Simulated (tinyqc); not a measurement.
Length of a polyene: Hueckel, PPP and singles CI along the polyenes. Computed by the program tinyqc. Command: `OMP_NUM_THREADS=1 python tinyqc.py 112536 112537 out.jsonl`; one thread of a shared host (Intel(R) Xeon(R) Processor @ 2.60GHz), about 0.06 s.

All-trans chains of carbon centres 1.40 angstrom apart:
```
parameter                               value
beta (eV), times 1 +/- alternation  -2.520000
alternation                                 0
W (eV)                              11.160000
gamma_rr (eV)                       10.010000
repulsion formula                        Ohno
```

Hueckel uses the same beta without repulsion; CIS keeps all single excitations and so misses the low, doubly excited 2Ag state. W is the valence ionisation energy of a centre, MN the Mataga-Nishimoto formula, f the oscillator strength.

Gaps and excitations (eV):
```
centres  Hueckel gap  PPP orbital gap  bright singlet (CIS)      f  lowest triplet (CIS)
2              5.040           12.214                 6.458  0.554                 3.622
4              3.115            9.413                 4.936  1.082                 2.351
6              2.243            7.968                 4.043  1.558                 1.738
8              1.750            7.082                 3.456  1.990                 1.395
10             1.435            6.484                 3.040  2.378                 1.182
```

The Hueckel gap tends to 4 x alternation x |beta| = 0.00 eV for long chains (zero without alternation, falling as 1/N). Exchange opens the PPP orbital gap, and the attraction of electron and hole brings the bright state 3.44 eV below it at 10 centres; the triplet lies 1.86 eV lower still.
